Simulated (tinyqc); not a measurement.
RKS/PBE in the sto-3g basis, for BeH2, spin multiplicity 1, step by step. One step of it, computed by the program tinyqc.

Task: Orthogonalisation. S = U s U^T; symmetric (Loewdin) form X = U s^(-1/2) U^T, so that X^T S X = 1.

overlap S, lower triangle:
```
           1Be 1s    1Be 2s   1Be 2px    1Be 2py   1Be 2pz     2H 1s     3H 1s
1Be 1s   1.000000
1Be 2s   0.259517  1.000000
1Be 2px  0.000000  0.000000  1.000000
1Be 2py  0.000000  0.000000  0.000000   1.000000
1Be 2pz  0.000000  0.000000  0.000000   0.000000  1.000000
2H 1s    0.071195  0.464419  0.000000   0.528969  0.000000  1.000000
3H 1s    0.071195  0.464419  0.000000  -0.528969  0.000000  0.036596  1.000000
```

Give: eigenvalues of S; X.

Result:

eigenvalues of S: 0.2334  0.3394  0.9366  1.0000  1.0000  1.7300  1.7606

X, lower triangle:
```
          1Be 1s   1Be 2s  1Be 2px  1Be 2py  1Be 2pz    2H 1s   3H 1s
1Be 1s    1.0283
1Be 2s   -0.1531   1.2669
1Be 2px   0.0000   0.0000   1.0000
1Be 2py   0.0000   0.0000   0.0000   1.3991
1Be 2pz   0.0000   0.0000   0.0000   0.0000   1.0000
2H 1s     0.0175  -0.3209   0.0000  -0.4629   0.0000   1.3197
3H 1s     0.0175  -0.3209   0.0000   0.4629   0.0000  -0.1114  1.3197
```
